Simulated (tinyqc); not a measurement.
# Resistance of a source-drain extension with a graded tip, step by step

tinyqc, about 0.03 s, one thread, Intel Xeon 2.30GHz (shared host): `OMP_NUM_THREADS=1 python tinyqc.py 2282199 2282200 out.jsonl` Printed values are rounded.

y runs along the channel, the gate covers y > 0. The doping is N0 for y < y0 and N0 10^(-(y - y0)/la) beyond, uniform over the depth xj. Sheet conductance s(y) = q mu(N) max(N - Nch, 0) xj + (for y > 0) ma Cox Vo, with mu(N) = u0 + (u1 - u0)/(1 + (N/Nr)^au) and Cox = eps0 eox/tox. Current is taken as one-dimensional; depletion of the tip, spreading and the contact are left out. The metallurgical junction lies at yj, where N = Nch.

Parameters, values chosen for the exercise; mobility law close to that of holes in silicon:
- eox = 3.9 (relative permittivity of the gate insulator (close to silicon dioxide))
- tox = 1.6 nm (insulator thickness)
- N0 = 2.1e20 cm^-3 (active doping of the extension far from the gate)
- la = 2.6 nm/decade (lateral abruptness)
- y0 = -0.3 nm (position under the gate where the fall begins (gate edge at 0))
- xj = 25 nm (depth of the extension)
- Nch = 1.6e18 cm^-3 (channel doping)
- Vo = 0.84 V (gate overdrive)
- ma = 76 cm^2/(V s) (mobility of the gate-induced layer)
- u1 = 470.5 cm^2/(V s) (mobility at low doping)
- u0 = 44.9 cm^2/(V s) (mobility at high doping)
- Nr = 2.23e17 cm^-3 (reference doping)
- au = 0.719 (exponent)
- Lg = 50 nm (gate length)

Constants: q = 1.602176634e-19 C, eps0 = 8.8541878128e-14 F/cm where lengths are in cm. Results are converted to the units shown.

## Sheet resistances and junction position

yj = y0 + la log10(N0/Nch); sheet resistance of the full extension 1/[q mu(N0)(N0 - Nch) xj] and of the gate-induced layer 1/(ma Cox Vo); metallurgical length Lg - 2 yj; ye is where the doped and the gate-induced conductances are equal.

yj = 5.207058 nm
sheet resistance of the extension = 249.7192 ohm/square
sheet resistance of the induced layer = 7257.947 ohm/square
metallurgical length = 39.58588 nm
ye = 3.756645 nm
N at ye = 5.780579e18 cm^-3

The gate takes over 1.45 nm before the junction, where N is still 3.61 times the channel doping.

## Resistance of the overlapped part

Midpoint rule on 12 equal steps from 0 to yj: R_ov = sum h/s(y), per width.

| point | y (nm) | N (cm^-3) | doped conductance (uS) | sheet resistance (ohm/square) |
|---|---|---|---|---|
| 0 | 0.2169608 | 1.328582e20 | 2584.540 | 367.3337 |
| 1 | 0.6508823 | 9.046807e19 | 1797.474 | 516.7280 |
| 2 | 1.084804 | 6.160308e19 | 1255.713 | 717.6212 |
| 3 | 1.518725 | 4.194784e19 | 881.3128 | 981.2649 |
| 4 | 1.952647 | 2.856385e19 | 621.0968 | 1317.737 |
| 5 | 2.386568 | 1.945019e19 | 438.7467 | 1734.525 |
| 6 | 2.820490 | 1.324436e19 | 309.4193 | 2236.139 |
| 7 | 3.254411 | 9.018577e18 | 216.0803 | 2825.974 |
| 8 | 3.688333 | 6.141085e18 | 147.0114 | 3511.341 |
| 9 | 4.122254 | 4.181694e18 | 94.12007 | 4312.202 |
| 10 | 4.556176 | 2.847471e18 | 51.79958 | 5274.829 |
| 11 | 4.990097 | 1.938949e18 | 16.17082 | 6495.580 |

R_ov = 13.144 ohm um

The exact integral is 13.172 ohm um; the coarse sum is 0.21 % below it.
